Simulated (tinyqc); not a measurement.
Worked calculation: Hubbard chain of 5 sites. One step of it, computed by the program tinyqc.

Question. Mean-field iteration 2. H(up) = T + U n(down), H(down) = T + U n(up); fill the lowest levels; n(new) = n + mixing (n(out) - n); E = tr T (rho up + rho down) + U sum n_up n_down of the output.

one-body matrix (hopping and site energies) (eV), lower triangle:
```
           1          2          3          4          5
1  -0.130000
2  -1.760000   0.600000
3   0.000000  -1.760000   0.330000
4   0.000000   0.000000  -1.760000   0.800000
5   0.000000   0.000000   0.000000  -1.760000  -0.400000
```

U = 6.300000 eV

electrons, up and down: 3  3

mixing = 0.500000

n(up) after iteration 1: 1 0.907386, 2 0.230656, 3 0.875341, 4 0.224076, 5 0.912541

n(down) after iteration 1: 1 0.348871, 2 0.841563, 3 0.356779, 4 0.836529, 5 0.466259

Give: levels, up; levels, down; energy; n(up) after iteration 2; n(down) after iteration 2.

Answer.

levels, up (eV): 0.6926  1.5828  2.4346  6.6850  7.7599

levels, down (eV): 0.3844  1.3769  5.5701  6.2371  7.4765

energy = 2.9648 eV

n(up) after iteration 2: 1 0.9027, 2 0.2121, 3 0.8510, 4 0.2106, 5 0.8987

n(down) after iteration 2: 1 0.3617, 2 0.8240, 3 0.3911, 4 0.8169, 5 0.5313
